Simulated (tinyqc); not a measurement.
Floating body of a partially depleted SOI transistor: body voltage and kink: two steps of the calculation.

Source at 0 V. Channel current Ic = 2 nf K Vt^2 [F(0) - F(Vd)](1 + la Vd), F(V) = ln^2(1 + exp((Vg - VT - nf V)/(2 nf Vt))), VT = VT0 - gb Vb. Saturation voltage Vs = 2 Vt sqrt(F(0)) + 3 Vt, excess Ve = (Vd - Vs + sqrt((Vd - Vs)^2 + 0.0004 V^2))/2, multiplication M1 = Ai Ve exp(-Bl/Ve). Each junction passes D(v) = J1 (exp(v/Vt) - 1) + J2 (exp(v/(2 Vt)) - 1). Bipolar current Ib = bb J1 (exp(Vb/Vt) - 1). The body settles where M1 (Ic + Ib) = D(Vb) + D(Vb - Vd) + Vb/Rb; drain current Id = (1 + M1)(Ic + Ib) - D(Vb - Vd).

Inputs (values chosen for the exercise); values of the order met in partially depleted silicon-on-insulator transistors: temperature T = 358 K; threshold at zero body voltage VT0 = 0.55 V; fall of the threshold per volt of body voltage gb = 0.11; slope factor nf = 1.15; gain factor per width K = 310 uA/(V^2 um); channel-length modulation factor la = 0.08 1/V; impact-ionisation prefactor Ai = 3.43 1/V; impact-ionisation voltage Bl = 6.6 V; diffusion saturation current of each junction J1 = 6.8e-11 uA/um; recombination saturation current of each junction J2 = 5.1e-7 uA/um; gain of the lateral bipolar transistor on the diffusion current bb = 1; resistance of a weak body tie to the source (1e9 stands for no tie, and the term is then dropped) Rb = 1e9 kohm um; gate voltage Vg = 0.52 V; drain voltage Vd = 1.3 V.

Constants: q = 1.602176634e-19 C, kB = 1.380649e-23 J/K, Vt = kB T/q. Results are converted to the units shown.

Problem 1. New Vb. Current into the body I_in = M1 (Ic + Ib) - D(Vb - Vd), current out I_out = D(Vb) + Vb/Rb; f = ln(I_in/I_out), s = df/dVb by central differences over 1e-5 V, Vb(new) = Vb - f/s.

Vb after iteration 1 = 0.56481629 V

Wanted: Ic; Ve; M1; I_in; I_out; f; s; Vb after iteration 2.

Solution 1.

Ic = 0.66897 uA/um
Ve = 1.1492 V
M1 = 0.012635
I_in = 0.0085295 uA/um
I_out = 0.010899 uA/um
f = -0.24515
s = -23.310 1/V
Vb after iteration 2 = 0.55430 V

Problem 2. Drain current with floating and with grounded body. Id and VT at the converged Vb, Id at Vb = 0, their ratio, and the bipolar share Ib/(Ic + Ib).

converged Vb = 0.55415606 V

Find: VT; Id, floating; Id, grounded; ratio; bipolar share.

Solution 2.

VT = 0.4890 V
Id, floating = 0.6674 uA/um
Id, grounded = 0.1931 uA/um
ratio = 3.457
bipolar share = 0.6527 %

The body rises to 0.554 V and lowers the threshold by 61.0 mV.

Range of the model: The multiplication law is an empirical form chosen for the exercise; self-heating and capacitive coupling to the body are left out, and the linear laws are rough once Vb passes about 0.7 V or M1 about 0.1.

tinyqc, about 0.2 s, one thread, Intel Xeon 2.30GHz (shared host): `OMP_NUM_THREADS=1 python tinyqc.py 2182162 2182163 out.jsonl`
